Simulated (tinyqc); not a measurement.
# Illuminated p-n diode, drift-diffusion by the Gummel loop with Scharfetter-Gummel fluxes: two studies

Abrupt junction at x = 0, p side from -Lp, n side to Ln, ohmic contacts. psi is counted from the intrinsic level; n = ni exp((psi - phin)/Vt), p = ni exp((phip - psi)/Vt). Contacts: p side psi = V - Vt ln(Na/ni), p = Na, n = ni^2/Na; n side psi = Vt ln(Nd/ni), n = Nd, p = ni^2/Nd. Constant mobilities, D = mu Vt, Boltzmann statistics, SRH recombination through a mid-gap level, U = (n p - ni^2)/(tp (n + ni) + tn (p + ni)). Current is positive from the p contact to the n contact.

Values chosen for this exercise; band and dielectric values close to those of silicon:
```
symbol    value        unit                                 meaning
T           300           K                             temperature
Eg         1.14          eV                                band gap
eps_r      11.9                               relative permittivity
Nc      2.76e19       cm^-3  conduction-band density of states at T
Nv      2.64e19       cm^-3     valence-band density of states at T
Na       1.6e17       cm^-3          acceptor density of the p side
Nd       8.9e16       cm^-3             donor density of the n side
mun         650  cm^2/(V s)                       electron mobility
mup         280  cm^2/(V s)                           hole mobility
tn        5e-10           s               SRH lifetime of electrons
tp         1e-9           s                   SRH lifetime of holes
Lp          1.2          um                    length of the p side
Ln         0.98          um                    length of the n side
G          1e21  cm^-3 s^-1                 uniform generation rate
```

Constants: q = 1.602176634e-19 C, kB = 1.380649e-23 J/K, Vt = kB T/q, eps0 = 8.8541878128e-14 F/cm where lengths are in cm. Results are converted to the units shown.

Each table varies one quantity; the others keep the values above.

## Current against voltage in the dark

ni = sqrt(Nc Nv) exp(-Eg/(2 Vt)), Eg in volts. Poisson and both continuity equations are solved self-consistently with Scharfetter-Gummel fluxes on a graded mesh of 500 nodes. J_scr is q times the integral of U between -xp and xn. Ideal diffusion current J_id = q ni^2 [Dn coth(wp/Le)/(Le Na) + Dp coth(wn/Lh)/(Lh Nd)] (exp(V/Vt) - 1), Le = sqrt(Dn tn), Lh = sqrt(Dp tp), wp = Lp - xp, wn = Ln - xn, with xp and xn from the depletion approximation (W = sqrt(2 eps0 eps_r (Vbi - V)(1/Na + 1/Nd)/q), xp = W Nd/(Na + Nd), xn = W Na/(Na + Nd), Vbi = Vt ln(Na Nd/ni^2)). Ideality factor = 0.004 V/(Vt ln[J(V + 0.004 V)/J(V)]). Here G = 0.

In this table G = 0 cm^-3 s^-1.

Current against voltage in the dark:

| V (V) | J (A/cm^2) | ideality factor | J_scr/J (%) | J_id (A/cm^2) | share recombining at the contacts (%) | larger minority/doping at -xp and xn |
|---|---|---|---|---|---|---|
| 0.17 | 1.87e-5 | 1.87 | 99.9 | 1.52e-8 | 0.0461 | 7.49e-12 |
| 0.24 | 7.85e-5 | 1.89 | 99.7 | 2.27e-7 | 0.164 | 1.12e-10 |
| 0.31 | 3.30e-4 | 1.87 | 99.0 | 3.40e-6 | 0.581 | 1.66e-9 |
| 0.39 | 0.00177 | 1.80 | 95.8 | 7.49e-5 | 2.38 | 3.63e-8 |
| 0.46 | 0.00842 | 1.65 | 86.7 | 0.00112 | 7.44 | 5.39e-7 |
| 0.53 | 0.0493 | 1.40 | 66.0 | 0.0168 | 18.9 | 7.96e-6 |
| 0.6 | 0.403 | 1.18 | 37.8 | 0.251 | 34.5 | 1.17e-4 |
| 0.67 | 4.49 | 1.07 | 16.8 | 3.75 | 45.9 | 0.00169 |
| 0.74 | 57.3 | 1.07 | 6.54 | 56.1 | 51.6 | 0.0226 |

What does the comparison show?

J rises from 1.87e-5 to 57.3 A/cm^2; the ideality factor goes from 1.87 through a maximum of 1.89 (at V = 0.24 V among the rows listed) to 1.07. Recombination in the depleted layer carries over half of the current up to V = 0.53 V, where the factor is 1.40; it grows roughly as exp(V/2 Vt), so diffusion overtakes it. Where the factor is lowest (V = 0.74 V), J is 2.1 % above the ideal diffusion current.

## Solar-cell figures against the acceptor density of the p side

Jsc = -J(0), collected share Jsc/(q G (Lp + Ln)), estimate q G [W + Le tanh(wp/2 Le) + Lh tanh(wn/2 Lh)] at V = 0 with Le = sqrt(Dn tn), Lh = sqrt(Dp tp), W, wp = Lp - xp and wn = Ln - xn from the depletion approximation; J(Voc) = 0; Vmp maximises -J V; FF = Pmax/(Jsc Voc).

Result of one run:

| Na (cm^-3) | Jsc (mA/cm^2) | collected share (%) | estimate of Jsc (mA/cm^2) | Voc (V) | Vmp (V) | FF | Pmax (mW/cm^2) |
|---|---|---|---|---|---|---|---|
| 3e18 | 16.7 | 47.7 | 16.7 | 0.493 | 0.391 | 0.696 | 5.72 |

What becomes of these results when the acceptor density of the p side Na is changed from 3e18 to 1.6e17 cm^-3, all else the same?

Result of the changed run:

| Na (cm^-3) | Jsc (mA/cm^2) | collected share (%) | estimate of Jsc (mA/cm^2) | Voc (V) | Vmp (V) | FF | Pmax (mW/cm^2) |
|---|---|---|---|---|---|---|---|
| 1.6e17 | 16.9 | 48.4 | 17.0 | 0.488 | 0.389 | 0.698 | 5.75 |

The whole series:

| Na (cm^-3) | Jsc (mA/cm^2) | collected share (%) | estimate of Jsc (mA/cm^2) | Voc (V) | Vmp (V) | FF | Pmax (mW/cm^2) |
|---|---|---|---|---|---|---|---|
| 1.6e17 | 16.9 | 48.4 | 17.0 | 0.488 | 0.389 | 0.698 | 5.75 |
| 3.3e17 | 16.8 | 48.0 | 16.8 | 0.491 | 0.390 | 0.697 | 5.73 |
| 6.9e17 | 16.7 | 47.8 | 16.8 | 0.492 | 0.390 | 0.696 | 5.72 |
| 1.4e18 | 16.7 | 47.8 | 16.7 | 0.492 | 0.391 | 0.696 | 5.72 |
| 3e18 | 16.7 | 47.7 | 16.7 | 0.493 | 0.391 | 0.696 | 5.72 |

As Na rises from 1.6e17 to 3e18, the collected share falls from 48.4 to 47.7 %, Voc rises from 0.488 to 0.493 V and FF stays near 0.697. The estimate of Jsc is within 0.36 % in all rows.

Program tinyqc, `OMP_NUM_THREADS=1 python tinyqc.py 2240041 2240042 out.jsonl`; Intel Xeon 2.30GHz, shared host, one thread, about 0.6 s.
